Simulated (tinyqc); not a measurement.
Electromigration in a confined line: Blech product, Korhonen stress evolution and Black's law: one step, computed by the program tinyqc. Command: `OMP_NUM_THREADS=1 python tinyqc.py 3012929 3012930 out.jsonl emigr walk`. One thread of a shared host (Intel(R) Xeon(R) Processor @ 2.30GHz), about 0.01 s of CPU time with the checks.

The electron wind pushes atoms from the cathode (x = 0) to the anode (x = L); blocking ends build a back stress (tension positive). The input rho is taken not to change with temperature. d sigma/dt = d/dx [kappa (d sigma/dx + G)], with zero flux at both ends and sigma = 0 at t = 0.

Problem. Extrapolation by Black's law. Median life t50 = A j^(-n) exp(E/(k_B T)); acceleration factor = t50(use)/t50(test) = (j/j_u)^n exp[(E/k_B)(1/T_u - 1/T)]. Temperatures in kelvin are T(C) + 273.15.

Inputs (values chosen for the exercise, close to those used for cobalt lines):
```
quantity                 value     unit
activation energy E       1.27       eV
current density j         0.98  MA/cm^2
test temperature T         240        C
use temperature T_u        125        C
use current density j_u   0.55  MA/cm^2
current exponent n           2        -
```

Start: stress-free.

Constants: k_B = 8.617333262e-05 eV/K.

Give: current factor; temperature factor; acceleration factor.

Solution.

current factor = 3.1749

temperature factor = 4005.4

acceleration factor = 12717
